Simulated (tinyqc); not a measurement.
# From remaining share dV/dV0 back to recovery time t_r

Model: bias-temperature instability from a Gaussian distribution of capture and emission barriers. Computed by tinyqc, a small Python program. Command: `OMP_NUM_THREADS=1 python tinyqc.py 3019181 3019182 out.jsonl bti inv`. One thread of a shared host (Intel(R) Xeon(R) Processor @ 2.30GHz), about 0.04 s of CPU time with the checks.

Each trap has a capture time tau_0 exp(E_c/(k_B T)) under stress and an emission time tau_0 exp(E_e/(k_B T)) after it. E_c is Gaussian, and E_e = E_c + d with d Gaussian and independent. A trap counts as filled once t_s exceeds its capture time and as emptied once t_r exceeds its emission time.

Inputs (values chosen for the exercise, for a model p-channel transistor): shift with all traps filled V_max = 380 mV; mean capture barrier at zero field mu_c = 1.72 eV; spread of capture barriers sigma_c = 0.34 eV; lowering of mu_c per field k_F = 0.03 eV/(MV/cm); oxide field F = 8.5 MV/cm; mean of E_e - E_c at the stress field, delta = -0.048 eV; spread of E_e - E_c, sigma_d = 0.32 eV; time constant tau_0 = 4e-09 s; temperature T = 60 C; stress time t_s = 9000 s.

Constants: k_B = 8.617333262e-05 eV/K.

Method:
- Demarcation energies E_s = k_B T ln(t_s/tau_0), E_r = k_B T ln(t_r/tau_0); mean barrier mu = mu_c - k_F F; z = (E_s - mu)/sigma_c; Phi is the standard normal distribution.
- Temperatures in kelvin are T(C) + 273.15.
- Shift without recovery dV0 = V_max Phi(z); local time exponent n = d ln dV0/d ln t_s = (k_B T/sigma_c) exp(-z^2/2)/(sqrt(2 pi) Phi(z)); apparent activation energy n E_s.
- Remaining shift dV = V_max int_(-infinity)^(E_s) g(E_c) [1 - Phi((E_r - E_c - delta)/sigma_d)] dE_c, g the Gaussian density of E_c (Gauss-Legendre, 120 points over 7 sigma_c below E_s).

Problem. A run gave the result below. Find the recovery time t_r, known to lie between 4.2e-05 and 0.00015 s.

remaining share dV/dV0 = 0.8518037

Solution.

Each step takes the trial c = (a f_b - b f_a)/(f_b - f_a), f being the result less the target and a, b, c the logarithms of the listed values; c replaces end b, the old b replaces a if the sign of f changed, and otherwise f_a is halved.

Scan of the range:
```
recovery time t_r (s)  remaining share dV/dV0
4.20e-05                             0.862764
5.19e-05                             0.858898
6.42e-05                             0.854937
7.94e-05                             0.850904
9.81e-05                             0.846814
1.21e-04                             0.842681
1.50e-04                             0.838372
```

False position (Illinois rule, in the logarithm of the input) inside the bracket:
```
step        end a        end b        trial  remaining share dV/dV0
1     6.42000e-05  7.94000e-05  7.57237e-05                0.851810
2     7.94000e-05  7.57237e-05  7.57499e-05                0.851804
3     7.94000e-05  7.57499e-05  7.57500e-05                0.851804
4     7.57499e-05  7.57500e-05  7.57499e-05                0.851804
```

Remaining share dV/dV0 falls at every point of a 13-point scan of the range (every second point is shown), so one value fits; it is bracketed by 6.42e-5 and 7.94e-5. Answer: recovery time t_r = 7.575e-5 s.
